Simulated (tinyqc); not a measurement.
Heavy and light holes: cyclotron masses of warped hole bands.

Values chosen for the exercise (near those of Si; the results hold for these values, not for the real material):
```
symbol  value                        unit     meaning
g1      4.28                                  Luttinger gamma1
g2      0.34                                  gamma2
g3      1.45                                  gamma3
ths     (0, 20, 35, 50, 65, 80, 90)  degrees  angles
```

E = c k^2 f(n) with f = g1 -/+ 2 sqrt(g2^2 + 3 (g3^2 - g2^2)(nx^2 ny^2 + ny^2 nz^2 + nz^2 nx^2)). For the orbit through k = 0 perpendicular to b = (sin(theta)/sqrt2, sin(theta)/sqrt2, cos(theta)), mc is the mean of 1/f over the directions n in that plane (180 evenly spaced angles). Quantum effects of the lowest levels are left out.

Cyclotron masses (m0):
```
theta (degrees)   heavy   light
0                0.4194  0.1679
20               0.4677  0.1590
35               0.5345  0.1509
50               0.5711  0.1470
65               0.5674  0.1478
80               0.5537  0.1523
90               0.5495  0.1544
```

What does the comparison show?

The heavy mass varies by 36 % over the table, with its largest listed value at 50 degrees ([111] lies at 54.7) and its smallest at 0; the light mass varies by 14.3 %. The warping term enters both with the same size, but it is set against a small inverse mass in one and a large one in the other (along [111], g1 - 2 g3 = 1.38 and g1 + 2 g3 = 7.18).

Run: tinyqc, `OMP_NUM_THREADS=1 python tinyqc.py 1250973 1250974 out.jsonl`; Intel(R) Xeon(R) Processor @ 2.30GHz, one thread, shared host; about 0.01 s of CPU time with all checks.
